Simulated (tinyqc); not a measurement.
Range and order of the fit: effective mass of the split-off band from tabulated energies.

c = hbar^2/2m0.
Constants: hbar^2/2m0 = 3.80998211 eV angstrom^2.

Energies along [110], from the band edge downward:
```
k (1/angstrom)   E (meV)
0.000000         0.00000
0.004400         0.70110
0.008800         2.80860
0.013200         6.33470
0.017600        11.29920
0.022000        17.72870
0.026400        25.65510
0.030800        35.11430
0.035200        46.14390
```

reference mass (curvature of the model at k = 0.0001 1/angstrom) = 0.105256 m0

Least-squares fits of E = a k^2 (+ b k^4 + d k^6) over points 1 to n, and the line y = c k^2/E against E; errors of m against the reference.

Results:
```
n  E at point n (meV)  one term (%)  two terms (%)  three terms (%)  line (%)  rms residual, one term (meV)
3                 6.3         -0.39           0.00             0.00      0.00                         0.004
4                11.3         -0.66          -0.01             0.00      0.00                         0.012
5                17.7         -0.99          -0.02             0.00     -0.01                         0.027
6                25.7         -1.38          -0.04             0.00     -0.02                         0.053
7                35.1         -1.81          -0.07             0.00     -0.03                         0.092
8                46.1         -2.28          -0.12             0.00     -0.05                         0.149
```

The error of the parabola goes from -0.39 to -2.28 % as the range widens, and at n = 8 its residual, 0.15 meV, is only 0.3 % of the top energy: a small residual does not vouch for the mass. Over the full range (n = 8) the best form is three terms (0.00 %); the line errs by 0.00 % at n = 3 and -0.05 % at n = 8. Without scatter, a narrower range or a second term is the cure: at n = 8 the errors are -2.28, -0.12 and 0.00 % for one, two and three terms. Three terms on three points interpolate exactly.

Program tinyqc; command `OMP_NUM_THREADS=1 python tinyqc.py 1880674 1880675 out.jsonl`; about 0.01 s on one thread of a shared Intel(R) Xeon(R) Processor @ 2.30GHz.
